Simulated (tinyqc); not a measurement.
Starting guesses with DIIS over 6 matrices: SCF starting guesses in the sto-6g basis, for H6, spin multiplicity 1. Computed by the program tinyqc with PySCF. RHF with one setting changed at a time; a run stops when the energy changes by less than 1e-09 hartree and the error matrix is below 1e-5. Starts: the lowest orbitals of the core Hamiltonian, of the Wolfsberg-Helmholz matrix (K = 1.75), projected atomic densities, random orbitals, and the highest orbitals of the core Hamiltonian (a deliberately bad start).

Geometry (angstrom):
```
atom       x       y       z
H     0.0000  0.0000  0.0000
H     0.0000  0.0000  0.7350
H     0.0000  0.0000  1.9900
H     0.0000  0.0000  2.7260
H     0.0000  0.0000  3.9810
H     0.0000  0.0000  4.7160
```

lowest restricted solution found by these runs and by PySCF = -3.330660 hartree

Largest element of the error matrix X^T (FDS - SDF) X:
```
iteration     core  Wolfsberg-Helmholz  atomic densities   random  highest core orbitals
1          4.3e-01             7.1e-02           4.2e-02  4.5e-01                2.1e-01
2          2.6e-02             1.4e-02           4.2e-02  2.6e-01                1.7e-01
3          4.4e-03             1.6e-03           3.5e-02  4.8e-02                1.8e-01
4          1.2e-04             1.5e-05           2.5e-03  4.2e-03                2.8e-02
5          5.7e-06             6.3e-07           1.7e-04  8.4e-04                1.0e-03
6          3.3e-07                   -           5.7e-06  3.6e-05                2.8e-04
8                -                   -                 -  6.1e-08                8.0e-08
```

How each run ends:
```
run                    iterations  E (hartree)         state
core                            6    -3.330660  lowest found
Wolfsberg-Helmholz              5    -3.330660  lowest found
atomic densities                7    -3.330660  lowest found
random                          8    -3.330660  lowest found
highest core orbitals           8    -3.330660  lowest found
```

What does the comparison show, and why?

5 of 5 runs reach the lowest restricted solution found, in 5 to 8 iterations (fastest: Wolfsberg-Helmholz). The first errors are 4e-01, 7e-02, 4e-02, 5e-01, 2e-01.
